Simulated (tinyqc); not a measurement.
Special k points of the hexagonal lattice: one step. Irreducible points and weights. Two cases, with inputs chosen for the exercise.

Problem. Join points that an operation carries into one another (modulo reciprocal vectors); list each class by its first point in the order of (j1, j2, ...).

Lattice vectors in units of a: a1 = (1, 0), a2 = (-1/2, sqrt(3)/2); reciprocal vectors b_i with a_i . b_j = 2 pi delta_ij. Mesh: k = sum_i f_i b_i with f_i = (2 j_i + shift)/(2 N), j_i = 0 .. N-1. The point group of the lattice has 12 operations; only those that map the mesh onto itself are used.

Give: Irreducible points; operations that keep the mesh; irreducible points.

Case 1.

Values chosen: N = 4 (points along each reciprocal vector); shift = 0 (half steps).

Solution.

Irreducible points:
```
f1          f2  weight
0.0000  0.0000       1
0.0000  0.2500       6
0.0000  0.5000       3
0.2500  0.2500       6
```

operations that keep the mesh = 12
irreducible points = 4

The weights add up to 16 = N^2; symmetry saves a factor 4.0.

Case 2.

Values chosen: N = 9 (points along each reciprocal vector); shift = 0 (half steps).

Solution.

Irreducible points:
```
f1          f2  weight
0.0000  0.0000       1
0.0000  0.1111       6
0.0000  0.2222       6
0.0000  0.3333       6
0.0000  0.4444       6
0.1111  0.1111       6
0.1111  0.2222      12
0.1111  0.3333      12
0.1111  0.4444       6
0.2222  0.2222       6
0.2222  0.3333      12
0.3333  0.3333       2
```

operations that keep the mesh = 12
irreducible points = 12

The weights add up to 81 = N^2; symmetry saves a factor 6.8.

Computed by tinyqc, one run a case: `OMP_NUM_THREADS=1 python tinyqc.py N N+1 out.jsonl` with N = 1652175, 1680348; one thread of a shared Intel(R) Xeon(R) Processor @ 2.30GHz, about 0.1 s a run at most.
